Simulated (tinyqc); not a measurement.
From u, Bethe back to temperature T: square-lattice Ising model by mean field, Bethe lattice, transfer matrix, exact enumeration and Monte Carlo steps. Computed by tinyqc, a small Python program. Command: `OMP_NUM_THREADS=1 python tinyqc.py 3017962 3017963 out.jsonl ising inv`. One thread of a shared host (Intel(R) Xeon(R) Processor @ 2.30GHz), about 0.2 s of CPU time with the checks.

H = -J sum over nearest pairs s_i s_j, s = +-1, no field, periodic boundaries; energies per site are in J. As a lattice gas or an alloy, s marks which species holds the site.

Inputs (values chosen for the exercise, for a model lattice): coupling J = 6.5 meV.

Constants: k_B = 8.617333262e-05 eV/K.

Method. K = J/(k_B T). Onsager: k_B T_c/J = 2/ln(1 + sqrt 2); mean field: 4; Bethe lattice with z = 4: 2/ln 2. K = J/(k_B T). Mean field: m = tanh(4 K m), u = -2 m^2. Bethe: cavity field h = 3 artanh(tanh K tanh h), m = tanh(4h/3), u = -2 (tanh K + tanh^2 h)/(1 + tanh K tanh^2 h). Exact: m = [1 - sinh(2K)^(-4)]^(1/8) below T_c; u = -coth(2K) [1 + (2/pi)(2 tanh^2(2K) - 1) K1(k)], k = 2 sinh(2K)/cosh^2(2K), K1 the complete elliptic integral of the first kind. The largest root is taken.

Task: A run gave the result below. Find the temperature T, known to lie between 180 and 510 K.

u, Bethe = -0.530995

Result:

Each step takes the trial c = (a f_b - b f_a)/(f_b - f_a), f being the result less the target and a, b, c the logarithms of the listed values; c replaces end b, the old b replaces a if the sign of f changed, and otherwise f_a is halved.

Scan of the range:
```
temperature T (K),"u, Bethe"
180,-1.44964
214,-0.76672
255,-0.57493
303,-0.48785
360,-0.41303
429,-0.34807
510,-0.29366
```

False position (Illinois rule, in the logarithm of the input) inside the bracket:
```
step,end a,end b,trial,"u, Bethe"
1,255.000,303.000,278.183,-0.529389
2,255.000,278.183,276.539,-0.532386
3,278.183,276.539,277.301,-0.530993
4,276.539,277.301,277.300,-0.530995
5,276.539,277.300,277.300,-0.530995
6,277.300,277.300,277.300,-0.530995
```

u, Bethe rises at every point of a 13-point scan of the range (every second point is shown), so one value fits; it is bracketed by 255 and 303. Answer: temperature T = 277.3 K.
